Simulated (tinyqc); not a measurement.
Hueckel theory of the pi electrons, for the molecule Bc1ccc([CH2])cc1 (SMILES; centres numbered as the heavy atoms are written), step by step. Computed by tinyqc, a small Python program that keeps every step. Settings: charge = 0. Command: `OMP_NUM_THREADS=1 python tinyqc.py 26782 26783 out.jsonl` (the two numbers bound the seeds that draw the settings). One thread of a shared host (Intel(R) Xeon(R) Processor @ 2.60GHz), about 0.01 s of CPU time with the checks.

## The Hueckel matrix

Centres:
```
centre  z_r, pi electrons of the neutral centre         h
1B                                            0  -0.97000
2C                                            1   0.00000
3C                                            1   0.00000
4C                                            1   0.00000
5C                                            1   0.00000
6C                                            1   0.00000
7C                                            1   0.00000
8C                                            1   0.00000
```

Bonds:
```
i  j        k
1  2  0.74000
2  3        1
3  4        1
4  5        1
5  6        1
5  7        1
7  8        1
8  2        1
```

H_rr = alpha + h_r beta, H_rs = k_rs beta for bonded centres.

Hueckel matrix in units of beta (H = alpha + beta A):
```
          1B       2C       3C       4C       5C       6C       7C       8C
1B  -0.97000  0.74000  0.00000  0.00000  0.00000  0.00000  0.00000  0.00000
2C   0.74000  0.00000  1.00000  0.00000  0.00000  0.00000  0.00000  1.00000
3C   0.00000  1.00000  0.00000  1.00000  0.00000  0.00000  0.00000  0.00000
4C   0.00000  0.00000  1.00000  0.00000  1.00000  0.00000  0.00000  0.00000
5C   0.00000  0.00000  0.00000  1.00000  0.00000  1.00000  1.00000  0.00000
6C   0.00000  0.00000  0.00000  0.00000  1.00000  0.00000  0.00000  0.00000
7C   0.00000  0.00000  0.00000  0.00000  1.00000  0.00000  0.00000  1.00000
8C   0.00000  1.00000  0.00000  0.00000  0.00000  0.00000  1.00000  0.00000
```

## Orbitals

pi electrons, sum of z_r less the charge = 7

Diagonalise; E = alpha + x beta with beta < 0, so the largest x are filled first; degenerate levels share their electrons. P = sum n_i c_ri c_si; each orbital has its largest coefficient positive (the first on a tie).

x values: 2.12323  1.33622  1.00000  0.07367  -0.77453  -1.00000  -1.55932  -2.16927

occupations: 2.00000  2.00000  2.00000  1.00000  0.00000  0.00000  0.00000  0.00000

coefficients:
```
        MO1       MO2       MO3       MO4       MO5       MO6       MO7       MO8
1B  0.08879   0.18152   0.00000   0.25269   0.71618   0.00000   0.56008   0.26214
2C  0.37116   0.56570   0.00000   0.35638   0.18918   0.00000  -0.44603  -0.42483
3C  0.36117   0.31079   0.50000  -0.08037  -0.33825   0.50000   0.14053   0.36380
4C  0.39570  -0.15042   0.50000  -0.36231   0.07280  -0.50000   0.22691  -0.36434
5C  0.47898  -0.51178   0.00000   0.05368   0.28186   0.00000  -0.49435   0.42656
6C  0.22559  -0.38301   0.00000   0.72857  -0.36391   0.00000   0.31703  -0.19664
7C  0.39570  -0.15042  -0.50000  -0.36231   0.07280   0.50000   0.22691  -0.36434
8C  0.36117   0.31079  -0.50000  -0.08037  -0.33825  -0.50000   0.14053   0.36380
```

charge and bond-order matrix P:
```
          1B        2C        3C        4C        5C        6C        7C        8C
1B   0.14552   0.36133   0.15666  -0.07589  -0.08717   0.08512  -0.07589   0.15666
2C   0.36133   1.04255   0.59108  -0.00557  -0.20434  -0.00622  -0.00557   0.59108
3C   0.15666   0.59108   0.96053   0.72145   0.02357  -0.13366  -0.27855  -0.03947
4C  -0.07589  -0.00557   0.72145   0.98967   0.51358   0.02979  -0.01033  -0.27855
5C  -0.08717  -0.20434   0.02357   0.51358   0.98556   0.64724   0.51358   0.02357
6C   0.08512  -0.00622  -0.13366   0.02979   0.64724   0.92598   0.02979  -0.13366
7C  -0.07589  -0.00557  -0.27855  -0.01033   0.51358   0.02979   0.98967   0.72145
8C   0.15666   0.59108  -0.03947  -0.27855   0.02357  -0.13366   0.72145   0.96053
```

## Energy, charges, bond orders

E = sum n x; q_r = z_r - P_rr; bond order p = P_rs; free valence = sqrt(3) - sum of p over the bonds of the atom.

pi energy = 7 alpha + this times beta = 8.99256

pi charges: 1B -0.14552, 2C -0.04255, 3C 0.03947, 4C 0.01033, 5C 0.01444, 6C 0.07402, 7C 0.01033, 8C 0.03947

Bond orders and lengths from R = 1.517 - 0.180 p (angstrom, C-C alone):
```
bond        p        R
1-2   0.36133        -
2-3   0.59108  1.41060
3-4   0.72145  1.38714
4-5   0.51358  1.42456
5-6   0.64724  1.40050
5-7   0.51358  1.42456
7-8   0.72145  1.38714
8-2   0.59108  1.41060
```

free valence of the carbons: 2C 0.18855, 3C 0.41952, 4C 0.49702, 5C 0.05765, 6C 1.08481, 7C 0.49702, 8C 0.41952

gap between the highest filled and the next level = 0.84820 |beta|
